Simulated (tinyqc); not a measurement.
# Worked calculation: metal gate on a two-layer dielectric stack with fixed charge and a dipole

Computed by the program tinyqc: `OMP_NUM_THREADS=1 python tinyqc.py 2010120 2010121 out.jsonl`, one thread of a shared Intel Xeon 2.30GHz, about 0.01 s for the whole run. Printed values are rounded.

Gate, layer 2, layer 1, p-type semiconductor; x runs from the gate inwards. Charges are counted in units of +q. psi is the band bending at the surface, positive towards inversion. Classical charge, Boltzmann statistics, no interface traps.

Inputs (values chosen for the exercise); band and dielectric values close to those of silicon, layer 1 close to silicon dioxide, layer 2 close to zirconium oxide: temperature T = 350 K; band gap Eg = 1.1 eV; relative permittivity eps_r = 11.9; conduction-band density of states at T Nc = 3.57e19 cm^-3; valence-band density of states at T Nv = 3.34e19 cm^-3; electron affinity chi = 4.01 eV; acceptor density Na = 1.1e16 cm^-3; work function of the gate metal pM = 4.33 eV; thickness of layer 1, next to the semiconductor t1 = 0.8 nm; relative permittivity of layer 1 e1 = 3.93; thickness of layer 2, next to the gate t2 = 2.4 nm; relative permittivity of layer 2 e2 = 24.5; fixed charge at the semiconductor interface Q1 = 5.8e10 cm^-2; fixed charge between the layers Q2 = 3.1e11 cm^-2; uniform charge density in layer 1 r1 = 0 cm^-3; uniform charge density in layer 2 r2 = 0 cm^-3; flat-band shift by a dipole layer between the layers Vd = 0.2 V; band bending psi of the working point ps = -0.125 V.

Constants: q = 1.602176634e-19 C, kB = 1.380649e-23 J/K, Vt = kB T/q, eps0 = 8.8541878128e-14 F/cm where lengths are in cm. Results are converted to the units shown.

## Equivalent thickness and work-function difference

EOT = 3.9 (t1/e1 + t2/e2), Cox = eps0/(t1/e1 + t2/e2); phi_ms = pM - (chi + Eg - Vt ln(Nv/Na)).

EOT = 1.17593 nm
Cox = 2.93650 uF/cm^2
share of layer 1 in the EOT = 67.5117 %
phi_ms = -0.538159 V

## Flat-band voltage, term by term

EOT = 3.9 (t1/e1 + t2/e2), Cox = eps0/(t1/e1 + t2/e2); phi_ms = pM - (chi + Eg - Vt ln(Nv/Na)). Vfb = phi_ms + Vd - (q/eps0) [Q1 (t1/e1 + t2/e2) + Q2 t2/e2 + r1 (t1^2/(2 e1) + t1 t2/e2) + r2 t2^2/(2 e2)]: each charge counts with its electrical distance from the gate.

terms (V): phi_ms -0.538159, dipole 0.200000, Q1 -0.003165, Q2 -0.005495, r1 0.000000, r2 0.000000
Vfb = -0.346819 V

Apart from phi_ms the largest term is that of dipole, 200 mV; all charges and the dipole together move Vfb by 191 mV.

## Threshold voltage

ni = sqrt(Nc Nv) exp(-Eg/(2 Vt)), Eg in volts, pB = Vt ln(Na/ni), Vth = Vfb + 2 pB + sqrt(4 q eps0 eps_r Na pB)/Cox.

ni = 4.15486e11 cm^-3
pB = 0.307155 V
depletion charge = 0.0477648 uC/cm^2
Vth = 0.283757 V

## Charge in the semiconductor

ni = sqrt(Nc Nv) exp(-Eg/(2 Vt)), Eg in volts. Qs = -sign(psi) sqrt(2 q eps0 eps_r Na Vt [exp(-u) + u - 1 + (ni/Na)^2 (exp(u) - u - 1)]), u = psi/Vt.

Qs = 0.0805607 uC/cm^2

The surface is accumulated.

## Fields and voltage drops

Gauss: D = -Qs just inside the semiconductor; going towards the gate subtract q Q1, then q r1 t1, q Q2 and q r2 t2. Field = D/(eps0 e); the drop over a layer is its mean field times its thickness; Vg = phi_ms + Vd + psi + both drops.

```
place                        D (uC/cm^2)  field (MV/cm)
layer 2, gate side             -0.139521      -0.064317
layer 2, inner side            -0.139521      -0.064317
layer 1, outer side            -0.089853      -0.258222
layer 1, semiconductor side    -0.089853      -0.258222
semiconductor surface          -0.080561      -0.076459
```

drop over layer 2 = -0.0154360 V
drop over layer 1 = -0.0206577 V
Vg = -0.499253 V

The same Vg follows from Vfb + psi - Qs/Cox. The largest field, 0.258 MV/cm in size, is at: layer 1, outer side.
